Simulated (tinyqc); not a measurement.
Inside a calculation. Method: empirical pseudopotential in a few plane waves. Computed by tinyqc, a small Python program that keeps every step. Settings: plane-wave index or count = 15. Command: `OMP_NUM_THREADS=1 python tinyqc.py 20041 20042 out.jsonl` (the two numbers bound the seeds that draw the settings). One thread of a shared host (Intel(R) Xeon(R) Processor @ 2.60GHz), about 0.3 s of CPU time with the checks.

## Bloch Hamiltonian at G

Parameters chosen for this model: fcc lattice, atoms at +/- a/8 (1,1,1); form factors in rydberg at |G|^2 in units of (2 pi/a)^2:
```
parameter                 value      unit
a                      5.310000  angstrom
VS(3)                 -0.207000        Ry
VS(8)                  0.001000        Ry
VS(11)                 0.045000        Ry
VA(3)                  0.032000        Ry
VA(4)                  0.044000        Ry
VA(11)                 0.025000        Ry
hbar^2/2m (2 pi/a)^2   5.334499        eV
```

k point G (2 pi / a): 0  0  0

Basis: the 15 shortest G (labels in 2 pi/a), the same at every k. H(G,G') = c |k + G|^2 delta + VS(|G-G'|^2) cos((G-G').tau) + i VA sin((G-G').tau), tau = a/8 (1,1,1); 1 Ry = 13.605693 eV.

H(k) at G (eV):
```
                     +0+0+0               -1-1-1               -1-1+1               -1+1-1
+0+0+0             0.000000   1.991480+0.307862i  -1.991480+0.307862i  -1.991480+0.307862i
-1-1-1   1.991480-0.307862i            16.003496   0.000000-0.598650i   0.000000-0.598650i
-1-1+1  -1.991480-0.307862i   0.000000+0.598650i            16.003496             0.013606
-1+1-1  -1.991480-0.307862i   0.000000+0.598650i             0.013606            16.003496
-1+1+1  -1.991480+0.307862i            -0.013606   0.000000+0.598650i   0.000000+0.598650i
+1-1-1  -1.991480-0.307862i   0.000000+0.598650i             0.013606             0.013606
+1-1+1  -1.991480+0.307862i            -0.013606   0.000000+0.598650i             0.000000
+1+1-1  -1.991480+0.307862i            -0.013606             0.000000   0.000000+0.598650i
+1+1+1   1.991480+0.307862i             0.000000            -0.013606            -0.013606
-2+0+0   0.000000-0.598650i  -1.991480+0.307862i  -1.991480-0.307862i  -1.991480-0.307862i
+0-2+0   0.000000-0.598650i  -1.991480+0.307862i  -1.991480-0.307862i   0.432931-0.240517i
+0+0-2   0.000000-0.598650i  -1.991480+0.307862i   0.432931-0.240517i  -1.991480-0.307862i
+0+0+2   0.000000+0.598650i  -0.432931-0.240517i   1.991480+0.307862i  -0.432931+0.240517i
+0+2+0   0.000000+0.598650i  -0.432931-0.240517i  -0.432931+0.240517i   1.991480+0.307862i
+2+0+0   0.000000+0.598650i  -0.432931-0.240517i  -0.432931+0.240517i  -0.432931+0.240517i

                     -1+1+1               +1-1-1               +1-1+1               +1+1-1
+0+0+0  -1.991480-0.307862i  -1.991480+0.307862i  -1.991480-0.307862i  -1.991480-0.307862i
-1-1-1            -0.013606   0.000000-0.598650i            -0.013606            -0.013606
-1-1+1   0.000000-0.598650i             0.013606   0.000000-0.598650i             0.000000
-1+1-1   0.000000-0.598650i             0.013606             0.000000   0.000000-0.598650i
-1+1+1            16.003496             0.000000             0.013606             0.013606
+1-1-1             0.000000            16.003496   0.000000-0.598650i   0.000000-0.598650i
+1-1+1             0.013606   0.000000+0.598650i            16.003496             0.013606
+1+1-1             0.013606   0.000000+0.598650i             0.013606            16.003496
+1+1+1   0.000000+0.598650i            -0.013606   0.000000+0.598650i   0.000000+0.598650i
-2+0+0   1.991480-0.307862i   0.432931-0.240517i  -0.432931-0.240517i  -0.432931-0.240517i
+0-2+0  -0.432931-0.240517i  -1.991480-0.307862i   1.991480-0.307862i  -0.432931-0.240517i
+0+0-2  -0.432931-0.240517i  -1.991480-0.307862i  -0.432931-0.240517i   1.991480-0.307862i
+0+0+2  -1.991480+0.307862i  -0.432931+0.240517i  -1.991480+0.307862i   0.432931+0.240517i
+0+2+0  -1.991480+0.307862i  -0.432931+0.240517i   0.432931+0.240517i  -1.991480+0.307862i
+2+0+0   0.432931+0.240517i   1.991480+0.307862i  -1.991480+0.307862i  -1.991480+0.307862i

                     +1+1+1               -2+0+0               +0-2+0               +0+0-2
+0+0+0   1.991480-0.307862i   0.000000+0.598650i   0.000000+0.598650i   0.000000+0.598650i
-1-1-1             0.000000  -1.991480-0.307862i  -1.991480-0.307862i  -1.991480-0.307862i
-1-1+1            -0.013606  -1.991480+0.307862i  -1.991480+0.307862i   0.432931+0.240517i
-1+1-1            -0.013606  -1.991480+0.307862i   0.432931+0.240517i  -1.991480+0.307862i
-1+1+1   0.000000-0.598650i   1.991480+0.307862i  -0.432931+0.240517i  -0.432931+0.240517i
+1-1-1            -0.013606   0.432931+0.240517i  -1.991480+0.307862i  -1.991480+0.307862i
+1-1+1   0.000000-0.598650i  -0.432931+0.240517i   1.991480+0.307862i  -0.432931+0.240517i
+1+1-1   0.000000-0.598650i  -0.432931+0.240517i  -0.432931+0.240517i   1.991480+0.307862i
+1+1+1            16.003496  -0.432931-0.240517i  -0.432931-0.240517i  -0.432931-0.240517i
-2+0+0  -0.432931+0.240517i            21.337995             0.013606             0.013606
+0-2+0  -0.432931+0.240517i             0.013606            21.337995             0.013606
+0+0-2  -0.432931+0.240517i             0.013606             0.013606            21.337995
+0+0+2  -1.991480-0.307862i            -0.013606            -0.013606             0.000000
+0+2+0  -1.991480-0.307862i            -0.013606             0.000000            -0.013606
+2+0+0  -1.991480-0.307862i             0.000000            -0.013606            -0.013606

                     +0+0+2               +0+2+0               +2+0+0
+0+0+0   0.000000-0.598650i   0.000000-0.598650i   0.000000-0.598650i
-1-1-1  -0.432931+0.240517i  -0.432931+0.240517i  -0.432931+0.240517i
-1-1+1   1.991480-0.307862i  -0.432931-0.240517i  -0.432931-0.240517i
-1+1-1  -0.432931-0.240517i   1.991480-0.307862i  -0.432931-0.240517i
-1+1+1  -1.991480-0.307862i  -1.991480-0.307862i   0.432931-0.240517i
+1-1-1  -0.432931-0.240517i  -0.432931-0.240517i   1.991480-0.307862i
+1-1+1  -1.991480-0.307862i   0.432931-0.240517i  -1.991480-0.307862i
+1+1-1   0.432931-0.240517i  -1.991480-0.307862i  -1.991480-0.307862i
+1+1+1  -1.991480+0.307862i  -1.991480+0.307862i  -1.991480+0.307862i
-2+0+0            -0.013606            -0.013606             0.000000
+0-2+0            -0.013606             0.000000            -0.013606
+0+0-2             0.000000            -0.013606            -0.013606
+0+0+2            21.337995             0.013606             0.013606
+0+2+0             0.013606            21.337995             0.013606
+2+0+0             0.013606             0.013606            21.337995
```

## Levels at G

Diagonalise the Hermitian matrix.

eigenvalues (eV): -2.145867  12.341090  13.012008  13.012008  13.012008  16.100194  16.100194  16.100194  18.482526  21.310784  21.310784  24.205574  24.205574  24.205574  24.803295

## Bands along a path

The same steps at evenly spaced points between the labelled ones.

Bands along the path (eV), lowest eight:
```
k            band 1     band 2     band 3     band 4     band 5     band 6     band 7     band 8
L          0.329574   4.353893  11.818418  11.818418  12.641579  16.657948  16.657948  18.920992
L-G 0.20  -0.238777   5.148559  11.841829  11.841829  12.696588  16.692811  16.692811  19.106269
L-G 0.40  -0.991384   6.674584  12.039181  12.039181  12.987218  16.934598  16.934598  19.425769
L-G 0.60  -1.615660   8.578088  12.387311  12.387311  13.469370  16.947564  16.947564  17.776920
L-G 0.80  -2.011319  10.653718  12.797149  12.797149  13.790895  16.317469  16.433578  16.433578
G         -2.145867  12.341090  13.012008  13.012008  13.012008  16.100194  16.100194  16.100194
G-X 0.20  -1.966247  10.584362  12.349659  12.349659  14.620850  15.315504  17.042646  17.042646
G-X 0.40  -1.434856   8.657607  11.311103  11.311103  13.712009  15.862679  18.538207  18.892149
G-X 0.60  -0.580771   6.840988  10.489259  10.489259  12.737650  14.438570  20.561549  20.998256
G-X 0.80   0.504401   5.206968  10.009578  10.009578  12.119403  13.378330  23.030071  23.228993
X          1.398164   4.199842   9.911500   9.911500  11.864673  13.101117  25.582834  25.623653
```

With 4 band(s) filled, the highest filled level on these points lies at G and the lowest empty one at X: the bands touch or overlap, so there is no gap. This holds for the small fixed basis; with all plane waves up to |k + G|^2 = 21 (2 pi/a)^2 the gap along the path is -1.09 eV.

## Convergence with the number of plane waves

Levels at G counted from the fourth one.

Levels (eV):
```
plane waves     level 1  level 5   level 8
9            -17.276806        0  1.197301
15           -15.157875        0  3.088186
27           -14.661842        0  3.125081
51           -14.571538        0  3.272260
59           -14.549877        0  3.200167
65           -14.546951        0  3.190316
89           -14.539566        0  3.195757
```
